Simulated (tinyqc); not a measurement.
Inside a calculation. Method: Pariser-Parr-Pople SCF with singles CI, for the molecule c1ccc2ccccc2c1 (SMILES; centres numbered as the heavy atoms are written). One step of it, computed by the program tinyqc.

Problem. Iteration 1: orbitals and new P. Diagonalise F (the basis is taken as orthonormal) and form P = 2 sum c c over the lowest orbitals.

F (eV):
```
,1C,2C,3C,4C,5C,6C,7C,8C,9C,10C
1C,-5.101410,-3.902317,-0.790152,0.354406,-0.216857,-0.151618,-0.002347,0.259735,0.084420,-4.928500
2C,-3.902317,-5.101410,-4.928500,0.084420,0.259735,-0.002347,-0.151618,-0.216857,0.354406,-0.790152
3C,-0.790152,-4.928500,-3.583583,-3.878920,0.936146,0.259735,-0.216857,-0.516004,0.548307,0.022210
4C,0.354406,0.084420,-3.878920,-2.636922,-3.878920,0.084420,0.354406,0.548307,-3.214171,0.548307
5C,-0.216857,0.259735,0.936146,-3.878920,-3.583583,-4.928500,-0.790152,0.022210,0.548307,-0.516004
6C,-0.151618,-0.002347,0.259735,0.084420,-4.928500,-5.101410,-3.902317,-0.790152,0.354406,-0.216857
7C,-0.002347,-0.151618,-0.216857,0.354406,-0.790152,-3.902317,-5.101410,-4.928500,0.084420,0.259735
8C,0.259735,-0.216857,-0.516004,0.548307,0.022210,-0.790152,-4.928500,-3.583583,-3.878920,0.936146
9C,0.084420,0.354406,0.548307,-3.214171,0.548307,0.354406,0.084420,-3.878920,-2.636922,-3.878920
10C,-4.928500,-0.790152,0.022210,0.548307,-0.516004,-0.216857,0.259735,0.936146,-3.878920,-3.583583
```

pi electrons, sum of z_r less the charge = 10

Give: orbital energies; P after iteration 1.

Solution.

orbital energies (eV): -13.1810  -12.6703  -8.5250  -8.1769  -7.5567  -0.3300  -0.1610  1.7706  2.5876  6.2288

P after iteration 1:
```
,1C,2C,3C,4C,5C,6C,7C,8C,9C,10C
1C,1.0000,0.5310,0.0095,-0.2822,0.0128,0.1500,-0.0081,-0.1557,0.0144,0.7688
2C,0.5310,1.0000,0.7688,0.0144,-0.1557,-0.0081,0.1500,0.0128,-0.2822,0.0095
3C,0.0095,0.7688,0.9681,0.5420,-0.0238,-0.1557,0.0128,0.1011,-0.0218,-0.2799
4C,-0.2822,0.0144,0.5420,1.0638,0.5420,0.0144,-0.2822,-0.0218,0.4977,-0.0218
5C,0.0128,-0.1557,-0.0238,0.5420,0.9681,0.7688,0.0095,-0.2799,-0.0218,0.1011
6C,0.1500,-0.0081,-0.1557,0.0144,0.7688,1.0000,0.5310,0.0095,-0.2822,0.0128
7C,-0.0081,0.1500,0.0128,-0.2822,0.0095,0.5310,1.0000,0.7688,0.0144,-0.1557
8C,-0.1557,0.0128,0.1011,-0.0218,-0.2799,0.0095,0.7688,0.9681,0.5420,-0.0238
9C,0.0144,-0.2822,-0.0218,0.4977,-0.0218,-0.2822,0.0144,0.5420,1.0638,0.5420
10C,0.7688,0.0095,-0.2799,-0.0218,0.1011,0.0128,-0.1557,-0.0238,0.5420,0.9681
```
